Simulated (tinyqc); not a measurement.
Trap in a gate oxide as a short-range spherical well: one step. Level, tunnelling time and occupation. Four cases, with inputs chosen for the exercise.

Problem. Give E_T, S, tau and ln(tau_c/tau_e) = (E_T - EF)/kB T.

Energies from the conduction edge of the channel. The trap level at depth x is E_T = dEc - Et - e Fox x (1 MV/cm = 0.01 eV/angstrom). An electron at the channel edge tunnels with the WKB exponent S = (4/3) sqrt(m/c) [dEc^(3/2) - (dEc - e Fox x)^(3/2)]/(e Fox), c = hbar^2/2m0; tau = t0 exp(S); the occupation is f = 1/(1 + exp((E_T - EF)/kB T)), tau_c = tau/f and tau_e = tau/(1 - f). Lattice relaxation is left out; a level below the channel edge needs phonons as well, so tau is then a lower bound, while a level above it can also empty elastically at its own energy, through a thinner barrier, faster than this tau.

Constants: hbar^2/2m0 = 3.80998211 eV angstrom^2; kB = 8.617333262e-05 eV/K.

Case 1.

Values chosen (near those of SiO2 on Si; shifted at random, so the results belong to these values and not to a real crystal): dEc = 3.19 eV (conduction offset to the channel); m = 0.454 m0 (mass); Fox = 2.3 MV/cm (oxide field, lowering levels away from the channel); t0 = 2.1 x 1e-11 s (time constant at the interface); T = 300 K (temperature); EF = -0.05 eV (Fermi level above the channel edge); x = 14 angstrom (depth of the trap).

Et = 2.887495 eV

Case 2.

Values chosen (near those of SiO2 on 4H SiC; shifted at random, so the results belong to these values and not to a real crystal): dEc = 2.7 eV (conduction offset to the channel); m = 0.45 m0 (mass); Fox = 3.8 MV/cm (oxide field, lowering levels away from the channel); t0 = 0.52 x 1e-11 s (time constant at the interface); T = 200 K (temperature); EF = -0.08 eV (Fermi level above the channel edge); x = 14 angstrom (depth of the trap).

Et = 2.342943 eV

Case 3.

Values chosen (near those of Al2O3 on GaAs; shifted at random, so the results belong to these values and not to a real crystal): dEc = 1.87 eV (conduction offset to the channel); m = 0.312 m0 (mass); Fox = 3 MV/cm (oxide field, lowering levels away from the channel); t0 = 11 x 1e-11 s (time constant at the interface); T = 200 K (temperature); EF = 0.07 eV (Fermi level above the channel edge); x = 7 angstrom (depth of the trap).

Et = 1.021150 eV

Case 4.

Values chosen (near those of HfO2 on Si; shifted at random, so the results belong to these values and not to a real crystal): dEc = 1.46 eV (conduction offset to the channel); m = 0.212 m0 (mass); Fox = 1.2 MV/cm (oxide field, lowering levels away from the channel); t0 = 4 x 1e-11 s (time constant at the interface); T = 300 K (temperature); EF = -0.1 eV (Fermi level above the channel edge); x = 14 angstrom (depth of the trap).

Et = 1.002250 eV

Give: E_T; S; tau; ln(tau_c/tau_e).

Solution.

Case 1.

E_T = -0.019 eV
S = 16.820
tau = 0.000424 s
ln(tau_c/tau_e) = 1.2

The level lies within 3 kB T of EF, so the trap switches and shows as telegraph noise. A flat barrier would give S = 2 sqrt(m dEc/c) x = 17.26.

Case 2.

E_T = -0.175 eV
S = 15.005
tau = 1.71e-05 s
ln(tau_c/tau_e) = -5.5

The level lies 6 kB T below EF, so the trap is mostly filled. A flat barrier would give S = 2 sqrt(m dEc/c) x = 15.81.

Case 3.

E_T = 0.639 eV
S = 5.322
tau = 2.25e-08 s
ln(tau_c/tau_e) = 33.0

The level lies 33 kB T above EF, so the trap is mostly empty. A flat barrier would give S = 2 sqrt(m dEc/c) x = 5.48.

Case 4.

E_T = 0.290 eV
S = 7.747
tau = 9.25e-08 s
ln(tau_c/tau_e) = 15.1

The level lies 15 kB T above EF, so the trap is mostly empty. A flat barrier would give S = 2 sqrt(m dEc/c) x = 7.98.

Computed by tinyqc, one run a case: `OMP_NUM_THREADS=1 python tinyqc.py N N+1 out.jsonl` with N = 1280357, 1280502, 1280827, 1281144; one thread of a shared Intel(R) Xeon(R) Processor @ 2.30GHz, about 0.01 s a run at most.
